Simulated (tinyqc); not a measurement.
Elastic trap-assisted tunnelling through a dielectric: one step of the calculation.

Emitter at x = 0 (Fermi level 0), collector at x = t (Fermi level -V), band edge U(x) = phi - F x, F = V/t. A trap at x has the energy E = U(x) - Et. With G(u) = (4/(3 F)) sqrt(mo/C) max(u, 0)^1.5, C = hbar^2/(2 m0): S1 = G(phi - E) - G(Et), S2 = G(Et) - G(phi - V - E), T1,2 = exp(-S1,2). The steady rate through one trap is nu T1 T2 (f1 - f2)/(T1 + T2), f1 = f(E), f2 = f(E + V), f(y) = 1/(1 + exp(y/Vt)); both contacts offer states at E.

Problem. Rate through a trap near the best position. n equally spaced x from xa to xb, where nearly all of the current flows; J = q Nt times the integral of the rate, by Simpson's rule.

Values chosen for this exercise; dielectric values close to those of aluminium oxide:
```
symbol   value   unit                                           meaning
T          300      K                                       temperature
phi       2.56     eV             barrier above the emitter Fermi level
mo         0.4     m0                                   tunnelling mass
t          5.1     nm                                         thickness
Et        2.05     eV  trap depth below the band edge of the dielectric
Nt      4.7e17  cm^-3                                      trap density
nu        1e13    1/s                                 attempt frequency
n           11                                       points of the grid
V         1.93      V                                           voltage
xa        1.55     nm                              left end of the grid
xb        2.85     nm                             right end of the grid
```

Constants: q = 1.602176634e-19 C, kB = 1.380649e-23 J/K, hbar = 1.054571817e-34 J s, m0 = 9.1093837015e-31 kg, Vt = kB T/q, hbar^2/(2 m0) = 0.0380998212 eV nm^2. Results are converted to the units shown.

Give: x; E; S1; S2; f1 - f2; rate; J.

Solution.

| point | x (nm) | E (eV) | S1 | S2 | f1 - f2 | rate (1/s) |
|---|---|---|---|---|---|---|
| 0 | 1.550 | -0.0766 | 15.37 | 26.73 | 0.9508 | 23.46 |
| 1 | 1.680 | -0.1258 | 16.74 | 26.01 | 0.9923 | 50.32 |
| 2 | 1.810 | -0.1750 | 18.13 | 25.26 | 0.9989 | 106.5 |
| 3 | 1.940 | -0.2242 | 19.53 | 24.50 | 0.9998 | 228.2 |
| 4 | 2.070 | -0.2734 | 20.94 | 23.71 | 1.000 | 476.4 |
| 5 | 2.200 | -0.3225 | 22.36 | 22.89 | 1.000 | 718.2 |
| 6 | 2.330 | -0.3717 | 23.80 | 22.06 | 1.000 | 392.4 |
| 7 | 2.460 | -0.4209 | 25.25 | 21.21 | 1.000 | 106.5 |
| 8 | 2.590 | -0.4701 | 26.71 | 20.34 | 1.000 | 25.12 |
| 9 | 2.720 | -0.5193 | 28.18 | 19.44 | 1.000 | 5.772 |
| 10 | 2.850 | -0.5685 | 29.66 | 18.53 | 1.000 | 1.309 |

J = 2.109e-6 A/cm^2

Range of the model: Phonon-assisted (inelastic) capture, chains of traps and a spread of trap depths are left out.

tinyqc, about 0.03 s, one thread, Intel Xeon 2.30GHz (shared host): `OMP_NUM_THREADS=1 python tinyqc.py 2370006 2370007 out.jsonl`
